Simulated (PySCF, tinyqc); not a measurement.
G0W0 on RHF in the sto-3g basis, for H3-, spin multiplicity 1, step by step. The basis has no diffuse functions, so it cannot describe the extra electron: this is an exercise in the method, not the real anion. The lowest restricted solution is unstable here: a spin-polarised one lies 0.1506 hartree lower (PySCF). One step of it, computed by the program tinyqc.

Question. Screening: direct RPA. With D = e_a - e_i and K = (ia|jb): diagonalise D^(1/2) (D + 4K) D^(1/2) = Z w^2 Z^T; X + Y = D^(1/2) Z w^(-1/2), each column of Z with its largest component positive (the first on a tie); E_c = (sum w - tr (D + 2K)) / 2.

orbital energies (hartree): MO1 -0.089678, MO2 0.467507, MO3 0.754002

Two-electron integrals over orbitals (pq|rs), unique and non-zero (hartree):
```
(11|11) 0.554295    (21|11) -0.000058   (21|21) 0.117369    (22|11) 0.503125
(22|21) 0.000134    (22|22) 0.623370    (31|11) 0.042301    (31|21) 0.000025
(31|22) -0.108559   (31|31) 0.164191    (32|11) 0.000037    (32|21) -0.107938
(32|22) -0.000089   (32|31) -0.000087   (32|32) 0.109766    (33|11) 0.550083
(33|21) -0.000099   (33|22) 0.490759    (33|31) 0.067672    (33|32) 0.000069
(33|33) 0.576290
```

Give: D^(1/2) (D + 4K) D^(1/2); excitation energies w; X + Y; RPA correlation energy.

Answer.

D^(1/2) (D + 4K) D^(1/2) (hartree^2), order 1>3, 2>3:
$$\begin{pmatrix}
1.266 & 0.000 \\
0.000 & 0.208
\end{pmatrix}$$

excitation energies w (hartree): [0.456, 1.125]

X + Y, order 1>3, 2>3:
$$\begin{pmatrix}
0.000 & 0.866 \\
0.793 & 0.000
\end{pmatrix}$$

RPA correlation energy = -0.04852 hartree
